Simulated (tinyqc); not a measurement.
Round or elliptic silicon nanowire with anisotropic valleys (Ritz method): one step. Stretching the ellipse. Four cases, with inputs chosen for the exercise.

Task: Scaling y by 1/sqrt(w_y) and z by 1/sqrt(w_z) makes the mass 1 and the semi-axes A = a/sqrt(w_y), B = b/sqrt(w_z). List them with the one-function estimate 3c (1/A^2 + 1/B^2) and the slender limit c (pi/2s)^2 (1 + 2s/(pi l)), s and l the smaller and larger of A, B; c = hbar^2/2m0.

Wire along x = [110] on a (001) wafer, y = [-110], z = [001]. Valley groups (w = inverse masses): A, two valleys along z: w_y = 1/mt, w_z = 1/ml, m_x = mt; B, four valleys in the wafer plane: w_y = (1/ml + 1/mt)/2, w_z = 1/mt, m_x = (ml + mt)/2.

Constants: hbar^2/2m0 = 3.80998211 eV angstrom^2.

Give: Groups.

Case 1.

Values chosen (near those of a Si nanowire; the results hold for these values, not for the real material): ml = 0.92 m0 (longitudinal mass); mt = 0.189 m0 (transverse mass); a = 43 angstrom (semi-axis along y); b = 42 angstrom (semi-axis along z).

Result:

Groups:
```
group  g      A      B  axis ratio  one function (eV)  slender limit (eV)
A      2  18.69  40.28       2.155             0.0398              0.0348
B      4  24.08  18.26       1.319             0.0540              0.0418
```

Case 2.

Values chosen (near those of a Si nanowire; the results hold for these values, not for the real material): ml = 0.932 m0 (longitudinal mass); mt = 0.194 m0 (transverse mass); a = 24 angstrom (semi-axis along y); b = 27 angstrom (semi-axis along z).

Result:

Groups:
```
group  g      A      B  axis ratio  one function (eV)  slender limit (eV)
A      2  10.57  26.07       2.466             0.1191              0.1058
B      4  13.60  11.89       1.144             0.1426              0.1035
```

Case 3.

Values chosen (near those of a Si nanowire; the results hold for these values, not for the real material): ml = 0.923 m0 (longitudinal mass); mt = 0.191 m0 (transverse mass); a = 22 angstrom (semi-axis along y); b = 22 angstrom (semi-axis along z).

Result:

Groups:
```
group  g      A      B  axis ratio  one function (eV)  slender limit (eV)
A      2   9.61  21.14       2.198             0.1492              0.1311
B      4  12.38   9.61       1.287             0.1983              0.1520
```

Case 4.

Values chosen (near those of a Si nanowire; the results hold for these values, not for the real material): ml = 0.925 m0 (longitudinal mass); mt = 0.191 m0 (transverse mass); a = 38 angstrom (semi-axis along y); b = 23 angstrom (semi-axis along z).

Result:

Groups:
```
group  g      A      B  axis ratio  one function (eV)  slender limit (eV)
A      2  16.61  22.12       1.332             0.0648              0.0504
B      4  21.38  10.05       2.127             0.1381              0.1209
```

The one-function value suits axis ratios near 1 and the slender limit ratios well above 2.

Computed by tinyqc, one run a case: `OMP_NUM_THREADS=1 python tinyqc.py N N+1 out.jsonl` with N = 1251893, 1252009, 1252530, 1280042; one thread of a shared Intel(R) Xeon(R) Processor @ 2.30GHz, about 0.06 s a run at most.
